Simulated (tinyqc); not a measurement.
Worked calculation: Hubbard ring of 4 sites. One step of it, computed by the program tinyqc.

Task: Mean-field iteration 1. H(up) = T + U n(down), H(down) = T + U n(up); fill the lowest levels; n(new) = n + mixing (n(out) - n); E = tr T (rho up + rho down) + U sum n_up n_down of the output.

one-body matrix (hopping and site energies) (eV), order 1, 2, 3, 4:
$$\begin{pmatrix}
0.380000 & -1.740000 & 0.000000 & -1.740000 \\
-1.740000 & 0.310000 & -1.740000 & 0.000000 \\
0.000000 & -1.740000 & -0.030000 & -1.740000 \\
-1.740000 & 0.000000 & -1.740000 & 0.470000
\end{pmatrix}$$

U = 3.100000 eV

electrons, up and down: [2, 2]

mixing = 1

n(up) at the start (a guess, not normalised): 1 0.550000, 2 0.450000, 3 0.550000, 4 0.450000

n(down) at the start (a guess): 1 0.450000, 2 0.550000, 3 0.450000, 4 0.550000

Give: levels, up; levels, down; energy; n(up) after iteration 1; n(down) after iteration 1.

Result:

levels, up (eV): [-1.6652, 1.5718, 2.0948, 5.3286]

levels, down (eV): [-1.6546, 1.7848, 1.8799, 5.3199]

energy = -3.5702 eV

n(up) after iteration 1: 1 0.7425, 2 0.2424, 3 0.7933, 4 0.2218

n(down) after iteration 1: 1 0.2191, 2 0.7652, 3 0.2785, 4 0.7372
